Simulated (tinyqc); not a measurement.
Hydrogenic impurity: series, fields, screening, photoionisation and donor-acceptor pairs: one step, computed by the program tinyqc. Command: `OMP_NUM_THREADS=1 python tinyqc.py 3001521 3001522 out.jsonl hydrogenic walk`. One thread of a shared host (Intel(R) Xeon(R) Processor @ 2.30GHz), about 0.01 s of CPU time with the checks.

One isotropic, parabolic band. Effective units: Ry* and a*, in which H = -nabla^2 - 2/r.

Question. Effective units and the series. Ry* = Ry m/eps^2, a* = a_0 eps/m; level n is bound by Ry*/n^2; <r> = (3/2) a* in 1s; lines 1s -> np at Ry* (1 - 1/n^2); 1 THz = 4.135667696 meV.

Inputs (values chosen for the exercise, for a model semiconductor): electron mass m = 0.0338 m_0; dielectric constant eps = 12.1.

Parts treated: magnetic field and screening.

Constants: Ry = 13.605693123 eV; a_0 = 0.529177210903 angstrom; h x 1 THz = 4.135667696 meV.

Give: Ry*; a*; <r> of 1s; Series.

Answer.

Ry* = 3.1410 meV

a* = 189.44 angstrom

<r> of 1s = 284.16 angstrom

Series:
```
n  binding (meV)  line from 1s (meV)  line (THz)
2        0.78525              2.3557     0.56962
3        0.34900              2.7920     0.67510
4        0.19631              2.9447     0.71202
5        0.12564              3.0154     0.72911
```
